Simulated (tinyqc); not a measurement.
What moves the plasmon: plasmons of a degenerate electron gas in the random-phase approximation.

Zero temperature, parabolic band: kF = (3 pi^2 n)^(1/3), EF = c kF^2/m, Ep^2 = 8 pi c e2 n/(m eb), qTF^2 = 6 pi e2 n/(eb EF), c = hbar^2/2m0, e2 = e^2/(4 pi eps0), n in 1/angstrom^3 (1e-24 per 1/cm^3).

Lindhard function: eps(q, E)/eb = 1 + (qTF/q)^2 (f1 + i f2) with z = q/(2 kF), u = E/(hbar vF q), hbar vF = 2 c kF/m; f1 = 1/2 + [h(z - u) + h(z + u)]/(8 z), h(x) = (1 - x^2) ln|(x + 1)/(x - 1)|; f2 = pi u/2 for z + u < 1, (pi/(8 z))(1 - (z - u)^2) for |z - u| < 1 < z + u, else 0. Pairs exist for c (q^2 - 2 q kF)/m < E < c (q^2 + 2 q kF)/m.

Constants: hbar^2/2m0 = 3.80998211 eV angstrom^2; e^2/(4 pi eps0) = 14.39964547 eV angstrom.

Parameters, chosen for this exercise (mass and background constant near those of InP; polar phonons, which mix with the plasmon in the real crystal, and the rise of the mass with filling are left out; not measured data):
- n = 1.1e+19 1/cm^3 (electron density)
- m = 0.0778 m0 (mass)
- eb = 9.37 (background dielectric constant)
- qp = 0.0103 1/angstrom (wave vector of the plasmon)

The plasmon is taken at qp.

Results for these values:
```
case  Ep (meV)  plasmon at qp (meV)  qc (1/angstrom)
base     144.2                154.3          0.02798
```

What happens to each result for qp = 0.00721 1/angstrom, all else kept?

Answer: Ep does not change at the printed digits; plasmon at qp falls from 154.3 to 149.2; qc does not change at the printed digits.

The same for each parameter in turn:
```
case                     Ep (meV)  plasmon at qp (meV)  qc (1/angstrom)
base                        144.2                154.3          0.02798
n = 1.32e+19 1/cm^3         158.0                168.4          0.02904
m = 0.0895 m0               134.5                142.6          0.02956
eb = 8.433                  152.0                161.6          0.02916
qp = 0.00721 1/angstrom     144.2                149.2          0.02798
```

Computed by tinyqc, a small Python program: `OMP_NUM_THREADS=1 python tinyqc.py 1681284 1681285 out.jsonl` (the numbers bound the seed that draws the inputs); one thread of a shared host (Intel(R) Xeon(R) Processor @ 2.30GHz), about 0.01 s for the whole set of steps.
